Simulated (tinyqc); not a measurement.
Stretching all distances: RHF, UHF, MP2, CISD and CCSD against full CI in the 3-21g basis, for H3+, spin multiplicity 1. Computed by the program tinyqc with PySCF. All coordinates are multiplied by the scale. c0^2 is the weight of the RHF determinant in the lowest singlet FCI state (UHF is spin-contaminated and may lie near states of higher spin) and n(LUMO) the first natural occupation beyond the occupied space.

Geometry (angstrom):
```
atom       x       y        z
H     0.0000  0.0000   0.0000
H     0.0000  0.0000   0.7790
H     0.0000  0.0000  -0.7790
```

Full CI energy (hartree) and errors against it (kcal/mol):
```
scale   distance 1-2 (angstrom)     E(FCI)      RHF      UHF      MP2    CISD    CCSD  <S^2> UHF    c0^2  n(LUMO)
0.8700                   0.6777  -1.230004  19.6546  19.6546   5.7582  0.0000  0.0000     0.0000  0.9810   0.0319
1.1600                   0.9036  -1.245810  21.9368  21.9368   6.7379  0.0000  0.0000     0.0000  0.9688   0.0520
1.7300                   1.3477  -1.166895  28.8513  20.3525   9.7495  0.0000  0.0000     0.5210  0.9239   0.1200
2.0200                   1.5736  -1.127548  34.6842  15.7408  11.9317  0.0000  0.0000     0.7099  0.8862   0.1708
2.3000                   1.7917  -1.095540  41.4562  12.1476  13.9795  0.0000  0.0000     0.8174  0.8423   0.2247
2.5900                   2.0176  -1.068747  49.2855   9.6260  15.5254  0.0000  0.0000     0.8858  0.7941   0.2796
```

Estimate the missing row, scale = 1.44.

Computed row:
```
scale   distance 1-2 (angstrom)     E(FCI)      RHF      UHF     MP2    CISD    CCSD  <S^2> UHF    c0^2  n(LUMO)
1.4400                   1.1218  -1.210479  24.5479  23.6524  7.9189  0.0000  0.0000     0.1874  0.9514   0.0796
```

UHF parts from RHF first at scale 1.44 of those listed, where <S^2> leaves zero. The weight c0^2 goes from 0.98 to 0.79 and n(LUMO) from 0.03 to 0.28: static correlation grows as the bonds break into open-shell fragments. The spread of the error along the curve, which distorts its shape, is CISD 0.0, CCSD 0.0, MP2 9.8, UHF 14.0, RHF 29.6 kcal/mol. With two electrons CISD and CCSD are exact.
